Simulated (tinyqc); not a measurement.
From results back to parameters: free and nearly free electrons in a metal. Five cases, with inputs chosen for the exercise.

Problem. A free-electron metal with 4 atoms in the cubic cell and z electrons an atom has EF = c kF^2/m, (hbar omega_p)^2 = 8 pi c (e^2/(4 pi eps0)) n/m and kF = (3 pi^2 n)^(1/3), c = hbar^2/2m0.

Constants: hbar^2/2m0 = 3.80998211 eV angstrom^2; e^2/(4 pi eps0) = 14.39964547 eV angstrom.

Find: kF; m; z.

Method. (hbar omega_p)^2/EF = (8/(3 pi)) (e^2/(4 pi eps0)) kF gives kF; EF then gives m, and n = kF^3/(3 pi^2) gives z.

Case 1.

Values chosen (out of a larger set: near those of Al; not measured data): a = 4.049 angstrom (fcc lattice constant).

EF = 11.65813 eV
hbar omega_p = 15.78797 eV

Solution.

kF = 1.7493 1/angstrom
m = 1.00 m0
z = 3.00

Case 2.

Values chosen (out of a larger set: near those of Al; not measured data): a = 4.033 angstrom (fcc lattice constant).

EF = 11.75082 eV
hbar omega_p = 15.88201 eV

Solution.

kF = 1.7562 1/angstrom
m = 1.00 m0
z = 3.00

Case 3.

Values chosen (out of a larger set: near those of Cu, whose d bands this model ignores; not measured data): a = 3.635 angstrom (fcc lattice constant).

EF = 6.95400 eV
hbar omega_p = 10.71595 eV

Solution.

kF = 1.3510 1/angstrom
m = 1.00 m0
z = 1.00

Case 4.

Values chosen (out of a larger set: near those of Co, whose d bands this model ignores; not measured data): a = 3.564 angstrom (fcc lattice constant).

EF = 9.89913 eV
hbar omega_p = 14.49328 eV

Solution.

kF = 1.7361 1/angstrom
m = 1.16 m0
z = 2.00

Case 5.

Values chosen (out of a larger set: near those of Co, whose d bands this model ignores; not measured data): a = 3.57 angstrom (fcc lattice constant).

EF = 11.44442 eV
hbar omega_p = 15.57041 eV

Solution.

kF = 1.7331 1/angstrom
m = 1.00 m0
z = 2.00

Computed by tinyqc, one run a case: `OMP_NUM_THREADS=1 python tinyqc.py N N+1 out.jsonl` with N = 1680638, 1680672, 1680740, 1680808, 1680836; one thread of a shared Intel(R) Xeon(R) Processor @ 2.30GHz, about 0.01 s a run at most.
